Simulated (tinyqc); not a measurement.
What moves the results: band edges of strained Si(1-x)Ge(x) on relaxed Si(1-y)Ge(y). A value that a table varies takes the place of the one given here.

Values are linear in the Ge fraction but for ED(x) = linear - CD x (1 - x) and a(x) = linear - Ca x (1 - x). Energies are on the common scale of Ev.

Coherent growth on a (001) face: e_par = (a(y) - a(x))/a(x), e_perp = -2 (C12/C11) e_par; exx = eyy = e_par, ezz = e_perp, no shear.

A valley with unit axis u lies at Ev + gap + (av + a_valley) tr(e) + Xu (u.e.u - tr(e)/3); the Delta axes are x, y, z and the L axes [111], [1-1-1], [-11-1], [-1-11]. The second-order shift of the Delta valleys under shear is left out; it lowers the pair normal to the sheared plane by tens of meV at a shear of 1 %.

Valence edges: Ev plus the levels of the 6 x 6 matrix of X, Y, Z times spin with -Dso/3 + l exx + m (eyy + ezz) on the diagonal (cyclic), n exy off it, l = av + 2 b, m = av - b, n = sqrt(3) d. Spin-orbit term (Dso/3) L.sigma on X, Y, Z with (L_k)_ij = -i epsilon_kij: <X+|H|Y+> = -i Dso/3, <X+|H|Z-> = Dso/3, <Y+|H|Z-> = -i Dso/3, <Z+|H|X-> = -Dso/3, <Z+|H|Y-> = i Dso/3, <X-|H|Y-> = i Dso/3, and their conjugates; + and - are the spin along z.

Coherent growth: e_par = (a(y) - a(x))/a(x). (001): e_perp = -2 (C12/C11) e_par; exx = eyy = e_par, ezz = e_perp, no shear. (111): e_perp = -(2 C11 + 4 C12 - 4 C44)/(C11 + 2 C12 + 4 C44) e_par; exx = eyy = ezz = (2 e_par + e_perp)/3 and exy = eyz = ezx = (e_perp - e_par)/3. (110): e_perp = -(C11 + 3 C12 - 2 C44)/(C11 + C12 + 2 C44) e_par; exx = eyy = (e_par + e_perp)/2, ezz = e_par, exy = (e_perp - e_par)/2, eyz = ezx = 0.

Inputs chosen for the exercise (end members near Si and Ge, in this order; not measured data):
- a = (5.437, 5.662) angstrom (lattice constant)
- Dso = (0.044, 0.294) eV (spin-orbit splitting)
- av = (2.44, 1.24) eV (valence hydrostatic potential)
- b = (-2.12, -2.55) eV (tetragonal shear potential)
- d = (-4.84, -5.25) eV (trigonal shear potential)
- C11 = (166.9, 128.5) GPa
- C12 = (63.4, 47.9) GPa
- C44 = (80, 67.7) GPa
- Ev = (0, 0.65) eV (top of the unstrained valence band)
- ED = (1.157, 0.917) eV (gap to the Delta valleys)
- EL = (1.984, 0.731) eV (gap to the L valleys)
- aD = (1.56, 1.37) eV (hydrostatic potential of the Delta gap)
- aL = (-3.3, -2.76) eV (hydrostatic potential of the L gap)
- XuD = (8.86, 9.05) eV (uniaxial potential, Delta)
- XuL = (15.53, 14.58) eV (uniaxial potential, L)
- CD = 0.19 eV (bowing of the Delta gap)
- Ca = 0.025 angstrom (bowing of the lattice constant)
- face = 001 (growth face)
- y = 0 (Ge fraction of the relaxed buffer)
- x = 0.21 (Ge fraction of the layer)

## Composition of the layer

The buffer is kept. dEc = Ec(buffer) - Ec(layer), dEv = Ev(layer) - Ev(buffer); buffer edges Ev(y) and Ev(y) + min(ED, EL). The digit behind Delta or L counts whole valleys.

Results:
```
x     e_par (%)  lowest valleys  gap (eV)  next valleys above (meV)  valence splitting (meV)  dEc (eV)  dEv (eV)
0.08      -0.30          Delta4     1.091                        46                       18     0.011     0.055
0.16      -0.60          Delta4     1.028                        93                       32     0.019     0.110
0.24      -0.90          Delta4     0.966                       141                       44     0.024     0.167
0.31      -1.17          Delta4     0.913                       183                       55     0.027     0.218
0.39      -1.48          Delta4     0.854                       232                       66     0.027     0.277
0.47      -1.80          Delta4     0.797                       282                       78     0.024     0.337
0.55      -2.12          Delta4     0.741                       333                       90     0.018     0.398
```

What can be read from the table?

The gap is 1.091 eV in the first row and 0.741 eV in the last. The lowest valleys are Delta4 throughout. Per 0.1 of x the valence offset moves by +73 meV on average; the conduction offset lies between +11 and +27 meV, not monotonically. Both carriers sit on one side in every row. Offsets below about 30 meV are within the spread of parameter sets, so those rows do not settle the type. Strains above 2 % can be kept only in layers of a few nanometres.

## Composition of the buffer

The layer is kept. dEc = Ec(buffer) - Ec(layer), dEv = Ev(layer) - Ev(buffer); buffer edges Ev(y) and Ev(y) + min(ED, EL). The digit behind Delta or L counts whole valleys.

Results:
```
y     e_par (%)  lowest valleys  gap (eV)  next valleys above (meV)  valence splitting (meV)  dEc (eV)  dEv (eV)
0.00      -0.79          Delta4     0.989                       123                       40     0.023     0.146
0.11      -0.38          Delta4     1.033                        59                       24     0.009     0.069
0.33       0.47          Delta2     1.012                        73                       42     0.066    -0.042
0.43       0.87          Delta2     0.952                       136                       83     0.126    -0.070
0.54       1.32          Delta2     0.882                       206                      132     0.196    -0.098
0.65       1.78          Delta2     0.809                       278                      183     0.272    -0.123
0.76       2.25          Delta2     0.733                       352                      237     0.353    -0.147
```

What does this show, and why?

The gap is 0.989 eV in the first row and 0.733 eV in the last, with its largest listed value, 1.033 eV, at y = 0.11: it peaks near the match y = x, since strain of either sign narrows it. The lowest valleys change: Delta4 to Delta2 between y = 0.11 and 0.33. Per 0.1 of y the valence offset moves by -38 meV on average; the conduction offset lies between +9 and +353 meV, not monotonically. Both carriers sit on one side for y = 0.00 and 0.11, and on opposite sides elsewhere. Offsets below about 30 meV are within the spread of parameter sets, so those rows do not settle the type. Strains above 2 % can be kept only in layers of a few nanometres.

## The same layer on three faces

dEc = Ec(buffer) - Ec(layer), dEv = Ev(layer) - Ev(buffer); buffer edges Ev(y) and Ev(y) + min(ED, EL). The digit behind Delta or L counts whole valleys.

Results:
```
face   e_par (%)  lowest valleys  gap (eV)  next valleys above (meV)  valence splitting (meV)  dEc (eV)  dEv (eV)  Delta spread (meV)  L spread (meV)
(001)      -0.79          Delta4     0.989                       123                       40     0.023     0.146                 123               0
(111)      -0.79          Delta6     1.024                       666                       41    -0.009     0.141                   0             152
(110)      -0.79          Delta2     0.990                        52                       42     0.024     0.143                  52             120
```

How do the results move?

On (001) only the Delta valleys split (123 meV), on (111) only the L valleys (152 meV), on (110) both (52 and 120 meV). The lowest valleys are Delta4 on (001), Delta6 on (111) and Delta2 on (110); the smallest gap is 0.989 eV on (001) and the largest 1.024 eV on (111).

## What each parameter does

dEc = Ec(buffer) - Ec(layer), dEv = Ev(layer) - Ev(buffer); buffer edges Ev(y) and Ev(y) + min(ED, EL). Each row changes one parameter from the base and keeps the others.

Results:
```
case                       gap (eV)  valence splitting (meV)  dEc (eV)  dEv (eV)
base                         0.9887                     39.7    0.0227    0.1457
x = 0.24                     0.9656                     44.3    0.0243    0.1671
y = 0.03                     1.0007                     36.5    0.0186    0.1249
CD = 0.24 eV                 0.9804                     39.7    0.0310    0.1457
b = (-2.438, -2.932) eV      0.9841                     42.6    0.0227    0.1502
aD = (1.794, 1.576) eV       0.9864                     39.7    0.0249    0.1457
XuD = (10.189, 10.408) eV    0.9825                     39.7    0.0288    0.1457
Dso = (0.051, 0.338) eV      0.9887                     42.3    0.0227    0.1457
XuL = (17.859, 16.767) eV    0.9887                     39.7    0.0227    0.1457
```

How do the results move?

The largest shifts from the base row, up to three for each result and ties (the steps differ in size, so this ranks the rows, not the parameters). gap (eV): x -0.0231, y +0.0121, CD -0.0083; unchanged at the printed digits by Dso and XuL. valence splitting (meV): x +4.6, y -3.2, b +2.8; unchanged at the printed digits by CD, aD, XuD and XuL. dEc (eV): CD +0.0083, XuD +0.0062, y -0.0040; unchanged at the printed digits by b, Dso and XuL. dEv (eV): x +0.0214, y -0.0208, b +0.0046; unchanged at the printed digits by CD, aD, XuD, Dso and XuL. The lowest valleys of the layer are Delta4, so among the conduction-band potentials only those of that family reach the gap and dEc; the buffer is unstrained. A shift large enough to swap the lowest family would change that.

tinyqc: `OMP_NUM_THREADS=1 python tinyqc.py 1050165 1050166 out.jsonl`; about 0.01 s, one thread, shared Intel(R) Xeon(R) Processor @ 2.30GHz.
